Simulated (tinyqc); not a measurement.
Inside a calculation. Method: power iteration on a symmetric matrix. Computed by tinyqc, a small Python program that keeps every step. Settings: method = power, shift = 1.52. Command: `OMP_NUM_THREADS=1 python tinyqc.py 26406 26407 out.jsonl` (the two numbers bound the seeds that draw the settings). One thread of a shared host (Intel(R) Xeon(R) Processor @ 2.60GHz), about 0.01 s of CPU time with the checks.

## Step 1

A:
```
           1          2          3          4          5          6
1   0.740000  -0.351000   0.321000   0.194000   0.382000  -0.025000
2  -0.351000   0.741000   0.487000  -0.432000  -0.536000   0.278000
3   0.321000   0.487000   0.946000  -0.300000  -1.038000   0.596000
4   0.194000  -0.432000  -0.300000   1.079000  -0.389000   0.409000
5   0.382000  -0.536000  -1.038000  -0.389000   1.083000   0.312000
6  -0.025000   0.278000   0.596000   0.409000   0.312000   1.214000
```

vector v at the start: 0.408248  0.408248  0.408248  0.408248  0.408248  0.408248

shift = 1.520000

w = (A - shift) v; v' = w/|w| with its largest component positive (the first on a tie); lambda = v'^T A v'.

vector after step 1: 0.094386  0.485777  0.185127  0.349483  0.621707  -0.460632

Rayleigh quotient after step 1 = -0.305402

## Step 2

As before.

vector after step 2: -0.067916  0.479998  0.444240  0.427450  0.497568  -0.370611

Rayleigh quotient after step 2 = -0.545681

## Course of the iteration

Stop when the residual |A v - lambda v| is below 1e-9.

Steps:
```
step       lambda  residual
1     -0.30540151  6.72e-01
2     -0.54568145  4.16e-01
3     -0.64876830  2.59e-01
4     -0.69272687  1.62e-01
5     -0.71082197  1.02e-01
6     -0.71816354  6.42e-02
7     -0.72112745  4.06e-02
8     -0.72232226  2.57e-02
9     -0.72280374  1.63e-02
10    -0.72299777  1.04e-02
11    -0.72307596  6.58e-03
12    -0.72310747  4.17e-03
13    -0.72312017  2.65e-03
14    -0.72312528  1.68e-03
15    -0.72312735  1.07e-03
16    -0.72312818  6.78e-04
17    -0.72312851  4.30e-04
18    -0.72312865  2.73e-04
19    -0.72312870  1.73e-04
20    -0.72312872  1.10e-04
21    -0.72312873  6.99e-05
22    -0.72312874  4.44e-05
23    -0.72312874  2.82e-05
24    -0.72312874  1.79e-05
25    -0.72312874  1.14e-05
26    -0.72312874  7.21e-06
27    -0.72312874  4.58e-06
28    -0.72312874  2.91e-06
29    -0.72312874  1.84e-06
30    -0.72312874  1.17e-06
```

all eigenvalues, for comparison: -0.723129  0.095967  0.982314  1.336357  1.642078  2.469413

Not converged in 30 steps: the residual falls only by the ratio of the two largest distances of eigenvalues from the shift, 0.63 a step.
